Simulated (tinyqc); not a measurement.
A particle near a wafer in liquid: double-layer and van der Waals forces (DLVO), deposition barrier and removal: one step, computed by the program tinyqc. Command: `OMP_NUM_THREADS=1 python tinyqc.py 3112164 3112165 out.jsonl dlvo walk`. One thread of a shared host (Intel(R) Xeon(R) Processor @ 2.30GHz), about 0.01 s of CPU time with the checks.

Sphere and flat wall, Derjaguin approximation, constant potentials in the linear-superposition form, no retardation and no hydration force.

Question. The curve. U(h) = Z R exp(-kappa h) - A R/(6 h); F(h) = -dU/dh = kappa Z R exp(-kappa h) - A R/(6 h^2), positive for repulsion.

Inputs (values chosen for the exercise, of the order of those for silica on silicon in water): particle radius R = 160 nm; Hamaker constant A = 1.4e-20 J; temperature T = 298 K.

kappa = 0.7574546 1/nm

Z = 9.080530 pN

Constants: k_B = 1.380649e-23 J/K.

Give: the table «Against the gap» with the columns kappa h, U (k_B T), F (pN), for h (nm) = 0.4, 0.6, 1.0, 1.5, 2.5, 4.0, 7.0, 12.0, 20.0, 40.0.

Answer.

Against the gap:
```
h (nm)  kappa h  U (k_B T)      F (pN)
0.4        0.30      33.98  -1.520e+03
0.6        0.45      72.93  -3.385e+02
1.0        0.76      74.83   1.426e+02
1.5        1.14      52.88   1.874e+02
2.5        1.89      16.86   1.059e+02
4.0        3.03      -5.62   2.985e+01
7.0        5.30     -11.20  -2.138e+00
12.0       9.09      -7.52  -2.468e+00
20.0      15.15      -4.54  -9.330e-01
40.0      30.30      -2.27  -2.333e-01
```

Caution: in rows where h is not small against R, A R/(6 h) overstates the van der Waals term. Caution: in rows with kappa h below 1 linear superposition is only rough.
